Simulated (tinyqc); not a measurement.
Series resistance and length offset from two lengths at two overdrives.

Question. In strong inversion R W = Rsd + k(x)(L - dL), k(x) = (1 + th1 x)/(mu0 Cox x), x the overdrive, Cox = eps0 eox/tox, with Rsd and dL independent of x. Find dL, Rsd, mu0 and th1.

Parameters, values chosen for the exercise:

| symbol | value | unit | meaning |
|---|---|---|---|
| eox | 25.1 |  | relative permittivity of the gate insulator (close to zirconium oxide) |
| tox | 19 | nm | insulator thickness |

Constants: eps0 = 8.8541878128e-14 F/cm where lengths are in cm. Results are converted to the units shown.

total resistance times width (ohm um):
```
                  L = 0.085 um  L = 0.39 um
overdrive 0.46 V    1578.35231   5940.48006
overdrive 1.14 V    1095.78247   3468.93992
```

Answer. At each overdrive R W is a straight line in L; the two lines cross at L = dL, R W = Rsd. Their slopes give k x = (1 + th1 x)/(mu0 Cox), a straight line in x.

dL = 0.01100 um
Rsd = 520.0 ohm um
mu0 = 170.0 cm^2/(V s)
th1 = 0.6700 1/V

Computed by the program tinyqc: `OMP_NUM_THREADS=1 python tinyqc.py 2210063 2210064 out.jsonl`, one thread of a shared Intel Xeon 2.30GHz, about 0.01 s for the whole run.
